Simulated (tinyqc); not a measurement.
Reset of a mushroom phase-change cell, hemispherical electro-thermal model: scaling of the melting current.

Current spreads from a hemispherical contact of radius r0 into a large dome with constant rho and ka: j = I/(2 pi r^2). With s = r0/r the steady rise is T - T0 = c (b s - s^2), c = I^2 rho/(8 pi^2 ka r0^2). The heat lost through the heater, (T(r0) - T0)/Rh, fixes b = (2 + g)/(1 + g), g = 1/(2 pi ka r0 Rh).

The peak lies at s = b/2 with the rise c b^2/4; melting starts at the current where that equals Tm - T0, and the molten shell spans the roots of s^2 - b s + (Tm - T0)/c = 0 (s at most 1). Electrical resistance rho/(2 pi r0). Rh is scaled as 1/r0, as for an isotropic shrink, in the last two columns and held fixed in the first two.

Inputs (values chosen for the exercise); values of the order of Ge-Sb-Te and related chalcogenides:
```
symbol,value,unit,meaning
T0,300,K,ambient temperature
Tm,894,K,melting point
rho,6.3,mohm cm,resistivity of the hot chalcogenide
ka,1.3,W/(m K),its thermal conductivity
Rh,5,K/uW,thermal resistance of the path through the heater
```

Result of one run:
```
r0 (nm)	Im (uA)	Im/(2 pi r0^2) (MA/cm^2)	Im with Rh = Rh (18 nm/r0) (uA)	power there (uW)
33	1304	19.06	1442	632.0
```

What becomes of these results when the radius of the heater contact r0 is changed from 33 to 17 nm, all else the same?

Result of the changed run:
```
r0 (nm)	Im (uA)	Im/(2 pi r0^2) (MA/cm^2)	Im with Rh = Rh (18 nm/r0) (uA)	power there (uW)
17	750.3	41.32	742.9	325.6
```

The whole series:
```
r0 (nm)	Im (uA)	Im/(2 pi r0^2) (MA/cm^2)	Im with Rh = Rh (18 nm/r0) (uA)	power there (uW)
5	266.0	169.3	218.5	95.75
8	399.4	99.32	349.6	153.2
12	561.8	62.10	524.4	229.8
17	750.3	41.32	742.9	325.6
24	998.8	27.60	1049	459.6
33	1304	19.06	1442	632.0
45	1699	13.36	1967	861.8
60	2183	9.650	2622	1149
```

With isotropic scaling Im and the power go as r0^(1.00) and r0^(1.00), so the current density grows as 1/r0 and the voltage stays fixed. With Rh held, Im goes as r0^(0.85) over the table, as the heater path weighs more for a small contact. For r0 = 5, 8 boundary thermal resistance, left out here, would dominate.

Range of the model: Constant properties, no latent heat, thermoelectric terms, boundary resistance or heating in the heater itself.

Computed by the program tinyqc: `OMP_NUM_THREADS=1 python tinyqc.py 2490002 2490003 out.jsonl`, one thread of a shared Intel Xeon 2.30GHz, about 0.01 s for the whole run.
